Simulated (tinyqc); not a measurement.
MOSFET in saturation, small-signal circuit and noise: two steps of the calculation.

Bias by the inversion coefficient IC = I/Ispec (charge-based model with velocity saturation; weak inversion below 0.1, strong above 10). Common-source circuit: gm, gds, Cgs, Cgd and Cj at the inner nodes, Rg in series with the gate; quasi-static, no source or drain resistance, no gate-body capacitance, no substrate network, no induced gate noise, so fmax is an upper estimate.

Inputs (values chosen for the exercise): temperature T = 300 K; gate length L = 90 nm; total gate width W = 80 um; gate capacitance Cox = 0.85 uF/cm^2; mobility mu = 180 cm^2/(V s); slope factor n = 1.15; velocity-saturation length Ls = 25 nm; ratio gds/gm sg = 0.063; inversion coefficient IC = 0.42; signal frequency f = 1 GHz.

Constants: q = 1.602176634e-19 C, kB = 1.380649e-23 J/K, Vt = kB T/q. Results are converted to the units shown.

Question 1. Current, transconductance and gain. Ispec = 2 n mu Cox (W/L) Vt^2, lc = Ls/L, gms = [sqrt((lc IC + 1)^2 + 4 IC) - 1]/[2 + lc (lc IC + 1)], gm = gms Ispec/(n Vt), gds = sg gm.

Find: Ispec; I; gms; gm; gds; gm/I.

Answer 1.

Ispec = 209.05 uA
I = 87.802 uA
gms = 0.30769
gm = 2.1636 mS
gds = 0.13631 mS
gm/I = 24.642 1/V

Question 2. Admittance matrix. Inner admittances at w = 2 pi f: y11 = i w (Cgs + Cgd), y12 = -i w Cgd, y21 = gm - i w Cgd, y22 = gds + i w (Cgd + Cd). Invert to Z, add Rg to Z11 and invert back to Y.

gm = 2.1636296 mS
gds = 0.13630867 mS
Cgs = 35.194271 fF
Cgd = 21.6 fF
Cd = 38.4 fF
Rg = 2.6157407 ohm

Find: inner y; Y with Rg.

Answer 2.

inner y (mS):

|  | 1 | 2 |
|---|---|---|
| 1 | 0.000+0.357i | 0.000-0.136i |
| 2 | 2.164-0.136i | 0.136+0.377i |

Y with Rg (mS):

|  | 1 | 2 |
|---|---|---|
| 1 | 0.000+0.357i | 0.000-0.136i |
| 2 | 2.164-0.138i | 0.136+0.378i |

Computed by the program tinyqc: `OMP_NUM_THREADS=1 python tinyqc.py 2150060 2150061 out.jsonl`, one thread of a shared Intel Xeon 2.30GHz, about 0.01 s for the whole run.
